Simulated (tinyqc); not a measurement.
## Phonon and roughness prefactors from two fields

Question. At 300 K and high field 1/mu = E^(1/3)/Ap + E^gs/As, E in MV/cm. Find Ap and As.

Inputs (values chosen for the exercise): exponent of the roughness term gs = 1.3.

mu at E = 0.51 and 1.24 MV/cm (cm^2/(V s)): 123.08270  76.462017

Solution. Two linear equations in 1/Ap and 1/As.

Ap = 115 cm^2/(V s)
As = 354 cm^2/(V s)

Numbers from tinyqc (`OMP_NUM_THREADS=1 python tinyqc.py 2510148 2510149 out.jsonl`; about 0.01 s on one thread of a shared Intel Xeon 2.30GHz).
